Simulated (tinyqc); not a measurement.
Interdiffusion in a binary couple: Darken equations, Kirkendall shift and Boltzmann-Matano analysis. From thermodynamic factor Phi back to regular-solution parameter W. Computed by tinyqc, a small Python program. Command: `OMP_NUM_THREADS=1 python tinyqc.py 3029025 3029026 out.jsonl darken inv`. One thread of a shared host (Intel(R) Xeon(R) Processor @ 2.30GHz), about 0.2 s of CPU time with the checks.

x is the mole fraction of B; the molar volume is constant, and the two halves are long enough to count as infinite.

Inputs (values chosen for the exercise, for a model alloy A-B):
```
quantity,value,unit
tracer diffusivity D*_A(0),8.4e-16,m^2/s
tracer diffusivity D*_B(0),7.4e-16,m^2/s
slope k of ln D* with x,-1.1,-
temperature T,1080,K
composition x for the local step,0.57,-
```

Vacancy-wind correction: Manning, fcc.

Constants: k_B = 8.617333262e-05 eV/K.

Method. D*_i(x) = D*_i(0) exp(k x); thermodynamic factor Phi = 1 - 2 W x (1 - x)/(k_B T); with f0 = 0.7815, M0 = 2 f0/(1 - f0), den = M0 ((1 - x) D*_A + x D*_B): D_A = D*_A Phi [1 + 2 (1 - x)(D*_A - D*_B)/den], D_B = D*_B Phi [1 - 2 x (D*_A - D*_B)/den]; interdiffusion D~ = x D_A + (1 - x) D_B.

Question. A run gave the result below. Find the regular-solution parameter W, known to lie between -0.13 and -0.07 eV.

thermodynamic factor Phi = 1.576228

Answer.

Each step takes the trial c = (a f_b - b f_a)/(f_b - f_a), f being the result less the target; c replaces end b, the old b replaces a if the sign of f changed, and otherwise f_a is halved.

Scan of the range:
```
regular-solution parameter W (eV),thermodynamic factor Phi
-0.13,1.68473
-0.12,1.63206
-0.11,1.57939
-0.10,1.52672
-0.09,1.47404
-0.08,1.42137
-0.07,1.36870
```

False position (Illinois rule) inside the bracket:
```
step,end a,end b,trial,thermodynamic factor Phi
1,-0.11,-0.1,-0.109400,1.576228
```

Thermodynamic factor Phi falls at every point of a 13-point scan of the range (every second point is shown), so one value fits; it is bracketed by -0.110 and -0.100. The scan shows a straight line, so linear interpolation between any two rows gives the answer at once. Answer: regular-solution parameter W = -0.1094 eV.
